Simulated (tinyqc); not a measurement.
Debye-Callaway model of lattice thermal conductivity: one step, computed by the program tinyqc. Command: `OMP_NUM_THREADS=1 python tinyqc.py 3015477 3015478 out.jsonl callaway walk`. One thread of a shared host (Intel(R) Xeon(R) Processor @ 2.30GHz), about 0.01 s of CPU time with the checks.

Three acoustic branches with one velocity v, cut at omega_D = k_B Theta/hbar; x = hbar omega/(k_B T). v and Theta are separate inputs: Theta cuts off the heat-carrying modes, so C need not reach 3 k_B/V. gamma is an effective value that sets the umklapp rate.

Problem. The integrand on a coarse grid. Rates: point defects A omega^4; umklapp B omega^2 T exp(-Theta/(b T)) with B = hbar gamma^2/(M v^2 Theta); normal processes f_N B omega^2 T (T/Theta)^2. Boundaries: v/L. x runs in ten equal steps to min(Theta/T, 12); g = x^4 e^x/(e^x - 1)^2; tau_C is the inverse of all rates summed; the last column is c tau_C g with c = (k_B/(2 pi^2 v)) (k_B T/hbar)^3.

Inputs (values chosen for the exercise, modelled on silicon): sound velocity v = 6590 m/s; Debye temperature Theta = 644 K; mean atomic mass M = 28.09 u; effective Grueneisen parameter gamma = 2.23; umklapp exponent divisor b = 2.5; Casimir length L = 85 micrometre; normal-process factor f_N = 1.5; temperature T = 600 K.

Sample: crystal. Point defects: isotopes. Normal processes: included.

Rayleigh coefficient A = 9.453939e-46 s^3

Constants: k_B = 1.380649e-23 J/K; hbar = 1.054571817e-34 J s; u = 1.6605390666e-27 kg.

Give: Integrand.

Solution.

Integrand:
```
x            g   tau_C (s)  c tau_C g (W/(m K))
0.1073  0.0115  2.9790e-11               17.639
0.2147  0.0459  7.4572e-12               17.611
0.3220  0.1028  3.3130e-12               17.520
0.4293  0.1815  1.8619e-12               17.387
0.5367  0.2812  1.1902e-12               17.217
0.6440  0.4007  8.2524e-13               17.011
0.7513  0.5387  6.0520e-13               16.771
0.8587  0.6936  4.6238e-13               16.499
0.9660  0.8639  3.6446e-13               16.197
1.0733  1.0475  2.9443e-13               15.867
```

The integrand is largest at the lowest frequency shown, whose long lifetime outweighs its small heat capacity.
